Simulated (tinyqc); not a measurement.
Shortcuts against the integral: sheet resistance and Hall data of a diffused or implanted layer. Computed by tinyqc, a small Python program. Command: `OMP_NUM_THREADS=1 python tinyqc.py 3026070 3026071 out.jsonl layer walk`. One thread of a shared host (Intel(R) Xeon(R) Processor @ 2.30GHz), about 0.01 s of CPU time with the checks.

Carriers are taken equal to the net active doping down to the junction (full ionisation, which deep dopants in wide-gap hosts do not reach; no spill-over, no depletion), and the Hall factor is 1.

Inputs (values chosen for the exercise, modelled on silicon in GaN):
```
quantity                                 value        unit
mu_min                                    57.5  cm^2/(V s)
mu_max                                    1000  cm^2/(V s)
N_ref                                  1.9e+17      1/cm^3
exponent alpha                               1           -
peak concentration N_0                 3.6e+19      1/cm^3
length scale l                             780          nm
background doping N_B (opposite type)  1.4e+15      1/cm^3
projected range R_p                       2400          nm
```

Profile: buried Gaussian (implant). Activation: complete.

Constants: e = 1.602176634e-19 C.

Method:
- N(x) = N_0 exp(-(x - R_p)^2/(2 l^2)) for x > 0, dose N_0 l sqrt(pi/2) erfc(-R_p/(l sqrt 2)), junction x_j = R_p + l sqrt(2 ln(N_0/N_B)); the layer starts at x_0 = max(0, 2 R_p - x_j).
- Mobility mu = mu_min + (mu_max - mu_min)/(1 + (N_t/N_ref)^alpha), N_t = active doping + N_B; carriers n = active doping - N_B, all dopants active.
- Integrals from x_0 (0 unless stated) to x_j by the midpoint rule on 400 even intervals: 1/R_s = e int n mu dx; sheet density n_s = int n dx; Hall sheet density (int n mu dx)^2/int n mu^2 dx; Hall mobility int n mu^2 dx/int n mu dx.
- Mean conductivity 1/(R_s x_j); mean mobility 1/(e n_s R_s).
- Shortcuts: R_s = 1/(e Q mu) with the dose Q and the mobility at the (active) peak concentration; 1/(e n_s mu) with mu at N_t = n_s/x_j + N_B; 1/(e Q mu_max).

sheet resistance R_s = 12.7670 ohm

dose = 7.03125e+15 1/cm^2

sheet density n_s = 7.03040e+15 1/cm^2

junction depth x_j = 5915.16 nm

Sheet resistances:
```
method                                   R_s (ohm)  deviation (%)
integral                                    12.767          0.000
dose, mobility at the peak                  14.215         11.339
n_s, mobility at the mean concentration     12.274         -3.858
dose, mu_max                                 0.888        -93.047
```

What follows from these numbers?

The closest shortcut is «n_s, mobility at the mean concentration» (-3.9 %). The peak mobility is the lowest in the layer, so with full activation it overestimates R_s.

Extremes, crossings and ranges named in words are read from the listed rows.
